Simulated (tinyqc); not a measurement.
Voltage: WKB tunnelling through a gate dielectric with a two-band (Franz) dispersion.

At depth x the conduction edge lies u(x) = phi - V x/t above the electron. Parabolic: kappa = sqrt(m u/c). Franz: kappa = sqrt(m u (1 - u/Eg)/c), which vanishes at both band edges. c = hbar^2/2m0. T = exp(-2 integral of kappa dx) over the region u > 0; no image force, no prefactor, zero transverse momentum. The region ends at x_e = min(t, phi t/V); x_e < t is the Fowler-Nordheim regime.

Constants: hbar^2/2m0 = 3.80998211 eV angstrom^2.

Inputs chosen for the exercise (of the size used for SiO2 on silicon; shifted at random, so the results belong to these values and not to a real crystal): Eg = 8.8 eV (gap of the dielectric); phi = 3.09 eV (barrier above the electron energy at the emitter); m = 0.54 m0 (mass at the conduction edge); t = 12 angstrom (thickness).

The same layer at other voltages.

Exponents 2 I and transmission:

| V (V) | shape | x_e (angstrom) | 2 I parabolic | 2 I Franz | T Franz |
|---|---|---|---|---|---|
| 0.25 | trapezoid | 12.00 | 15.557 | 12.667 | 3.15e-06 |
| 0.50 | trapezoid | 12.00 | 15.222 | 12.522 | 3.64e-06 |
| 1.00 | trapezoid | 12.00 | 14.518 | 12.177 | 5.15e-06 |
| 1.50 | trapezoid | 12.00 | 13.761 | 11.747 | 7.92e-06 |
| 2.00 | trapezoid | 12.00 | 12.932 | 11.213 | 1.35e-05 |
| 3.00 | trapezoid | 12.00 | 10.852 | 9.619 | 6.64e-05 |
| 4.00 | triangle | 9.27 | 8.180 | 7.255 | 0.000707 |
| 5.00 | triangle | 7.42 | 6.544 | 5.804 | 0.00302 |
| 6.00 | triangle | 6.18 | 5.453 | 4.837 | 0.00793 |

While the barrier is a trapezoid T rises by a factor 21.1 from 0.25 to 3 V. Beyond V = phi = 3.09 V the path shortens and the exponent falls as 1/V: from 4 to 6 V it goes from 7.25 to 4.84, the ratio 0.667 = 4/6. The last row means 50.0 MV/cm; rows above about 12 MV/cm are past breakdown.

Run: tinyqc, `OMP_NUM_THREADS=1 python tinyqc.py 1451137 1451138 out.jsonl`; Intel(R) Xeon(R) Processor @ 2.30GHz, one thread, shared host; about 0.01 s of CPU time with all checks.
